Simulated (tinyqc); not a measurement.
Raising the field: Wannier-Stark ladder of a miniband.

One state in each well j = -(Nw - 1)/2 ... (Nw - 1)/2: H_jj = j e F d, H_(j,j+1) = -W/4; 1 kV/cm = 0.01 meV/angstrom. In an infinite chain the levels are j e F d and the state of well 0 has amplitude J_j(x) in size on well j, x = W/(2 e F d).

Parameters, chosen for this exercise (near those of a GaAs/AlGaAs superlattice; shifted at random, so the results belong to these values and not to a real crystal): W = 53 meV (miniband width); d = 57 angstrom (period); Nw = 7 (wells); Fs = (9.3, 13, 17, 25, 38, 64, 140) kV/cm (fields).

Infinite-chain weights beside the middle spacing of the finite stack.

Results:
```
F (kV/cm)  e F d (meV)      x  J_0^2  J_1^2  J_2^2  middle spacing/(e F d)
9.3               5.30  4.999  0.032  0.107  0.002                  1.8236
13                7.41  3.576  0.152  0.011  0.201                  1.3485
17                9.69  2.735  0.025  0.186  0.223                  1.1420
25               14.25  1.860  0.093  0.338  0.103                  1.0276
38               21.66  1.223  0.435  0.254  0.027                  1.0033
64               36.48  0.726  0.761  0.115  0.004                  1.0002
1.4e+02          79.80  0.332  0.946  0.027  0.000                  1.0000
```

J_0 vanishes at x = 2.405, F = 19.3 kV/cm, where the line at j = 0 disappears; J_0^2 overtakes J_1^2 for good at x = 1.435, F = 32.4 kV/cm, and reaches 0.95 in the last row. The 7 wells reproduce the middle spacing of the even ladder to 1 % from 38 kV/cm on, where the swing W/(e F d) = 2x is 2.4 periods. The lines are seen apart only where e F d exceeds their width, usually a few meV.

(tinyqc, `OMP_NUM_THREADS=1 python tinyqc.py 1252780 1252781 out.jsonl`, Intel(R) Xeon(R) Processor @ 2.30GHz, 1 thread, shared host, about 0.04 s.)
